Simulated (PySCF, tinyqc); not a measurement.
Inside a calculation. Method: G0W0 on RHF in the sto-3g basis, for H3+, spin multiplicity 1. The lowest restricted solution is unstable here: a spin-polarised one lies 0.0064 hartree lower (PySCF). One step of it, computed by the program tinyqc.

Problem. G0W0 on Hartree-Fock: LUMO. W(p,q,m) = sqrt2 sum_ia (pq|ia) (X+Y)_ia,m; Sigma_c(x) = sum_(i,m) W^2/(x - e_i + w_m) + sum_(a,m) W^2/(x - e_a - w_m); solve x = e_p + Sigma_c(x) by Newton steps; Z = 1/(1 - dSigma/dx); 1 hartree = 27.211386 eV.

orbital energies (hartree): [-0.864316, -0.334812, 0.121924]

Two-electron integrals over orbitals (pq|rs), unique and non-zero (hartree):
```
(11|11) 0.532153    (21|11) -0.000131   (21|21) 0.147372    (22|11) 0.448488
(22|21) 0.000221    (22|22) 0.509822    (31|11) 0.091038    (31|21) 0.000043
(31|22) -0.050863   (31|31) 0.142475    (32|11) 0.000064    (32|21) -0.145401
(32|22) -0.000219   (32|31) -0.000129   (32|32) 0.161478    (33|11) 0.538518
(33|21) -0.000213   (33|22) 0.476030    (33|31) 0.079508    (33|32) 0.000171
(33|33) 0.571869
```

excitation energies w (hartree): [0.769746, 1.238841]

X + Y, order 1>2, 1>3:
```
[[0.829393, 0.000086],
 [-0.000149, 0.892243]]
```

Give: The 12 largest terms at x = e_p; Newton steps; quasiparticle energy of the LUMO; Hartree-Fock value.

Solution.

The 12 largest terms at x = e_p (hartree; W for the signs of X + Y given):
```
q  m          W       term
3  1    -0.1705    -0.0237
1  1     0.1729     0.0230
2  2    -0.0642    -0.0033
2  1   2.70e-04  -9.46e-08
3  2  -1.81e-04  -1.92e-08
1  2   7.20e-05   2.93e-09
```

Newton steps (hartree):
```
step        x  Sigma_c(x)       Z
0     -0.3348     -0.0040  0.9618
1     -0.3387     -0.0039  0.9618
2     -0.3387     -0.0039  0.9618
```

quasiparticle energy of the LUMO = -9.2165 eV

Hartree-Fock value = -9.1107 eV
